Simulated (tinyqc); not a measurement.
Changing the electric field F: hot carriers by balance equations with a heated Maxwellian. Computed by tinyqc, a small Python program. Command: `OMP_NUM_THREADS=1 python tinyqc.py 3027408 3027409 out.jsonl hot sweep`. One thread of a shared host (Intel(R) Xeon(R) Processor @ 2.30GHz), about 0.03 s of CPU time with the checks.

The carriers follow a Maxwellian at an electron temperature T_e, slightly displaced; the drift energy is neglected against k_B T_e. The balance averages the rate, not the time, so mu_0 lies below the relaxation-time value.

Inputs (values chosen for the exercise, for a model non-polar semiconductor):
```
quantity                                          value       unit
effective mass m                                  0.375        m_0
density rho                                        3650     kg/m^3
sound velocity v_l                                 6750        m/s
acoustic deformation potential D_A                  4.6         eV
phonon energy hbar w                               38.6        meV
optical or intervalley deformation potential D_o    8.2  1e8 eV/cm
final valleys Z_f                                     3          -
lattice temperature T                               500          K
iteration cap                                       300          -
```

Band: parabolic. Solver: Newton.

Constants: k_B = 8.617333262e-05 eV/K; k_B = 1.380649e-23 J/K; e = 1.602176634e-19 C; hbar = 1.054571817e-34 J s; m_0 = 9.1093837015e-31 kg; hbar = 6.582119569e-16 eV s.

Method:
- Parabolic band: E = hbar^2 k^2/(2 m), speed v = hbar k/m, states per spin, volume and energy g(E) = m k/(2 pi^2 hbar^2). Masses are multiplied by m_0 and all formulas are in SI units.
- Phonon occupation N_q = 1/(exp(hbar w/(k_B T)) - 1).
- Acoustic deformation potential (elastic, equipartition, absorption and emission together): 1/tau = 2 pi k_B T D_A^2 g(E)/(hbar rho v_l^2).
- Optical or intervalley deformation potential: 1/tau = (pi Z_f D_o^2/(rho w)) [N_q g(E + hbar w) + (N_q + 1) g(E - hbar w)], with g = 0 below the band edge.
- Averages over the Maxwellian, <y> = int y x^(1/2) exp(-x) dx / int x^(1/2) exp(-x) dx with x = E/(k_B T_e), split at x_0 = hbar w/(k_B T_e): 64 Gauss-Legendre points in sqrt(x) below it and 128 in sqrt(x - x_0) above it, up to x = 32. Momentum balance: mu(T_e) = e/(m nu), nu = <x (sum of rates)>/<x>. Power lost per carrier: P(T_e) = hbar w <emission rate - absorption rate> + <(2 m v_l^2/(k_B T)) (E - 2 k_B T) acoustic rate>.
- Energy relaxation time at weak heating: tau_E = (3/2) k_B / (dP/dT_e), the derivative by a central difference of +/- 0.5 K at T_e = T.
- Newton: h(T_e) = P - e mu F^2, T_new = T_e - h/h', with h' by a central difference of +/- 0.5 K, limited to the range T to 3 T_e.
- Start at T_e = 1.5 T; stop when T_e moves by less than 1e-6 K or exceeds 1e6 K.
- v = mu(T_e) F; warm-carrier coefficient (mu/mu_0 - 1)/F^2.

One run for each value:
```
electric field F (kV/cm)  drift velocity (1e7 cm/s)  electron temperature T_e (K)  mu/mu_0
0.1                                      1.8093e-03                         500.0  1.00000
0.22                                     3.9804e-03                         500.0  0.99998
0.46                                     8.3221e-03                         500.1  0.99991
1                                        1.8085e-02                         500.3  0.99957
2.2                                      3.9722e-02                         501.6  0.99791
4.6                                      8.2478e-02                         506.9  0.99098
10                                       1.7371e-01                         531.9  0.96010
22                                       3.3818e-01                         644.5  0.84959
46                                       5.2621e-01                        1064.3  0.63225
100                                      6.6593e-01                        2921.7  0.36805
```

Over the rows, drift velocity (1e7 cm/s) rises from 0.00181 to 0.666 (exponent d ln y / d ln x 1.00 between the first rows and 0.30 between the last); electron temperature T_e (K) rises from 500 to 2920; mu/mu_0 falls from 1.000 to 0.368. At the low end the exponent of drift velocity is 1.00, close to 1: Ohm's law. At the low end the exponent of electron temperature T_e is 0.00, close to 0: the gas is still at the lattice temperature. The mobility has lost 10 % between 10.0 and 22.0 kV/cm.

Caution (rows 100): k_B T_e exceeds 0.12 eV, where non-parabolicity and a non-Maxwellian tail matter.

Extremes, crossings and ranges named in words are read from the listed rows.
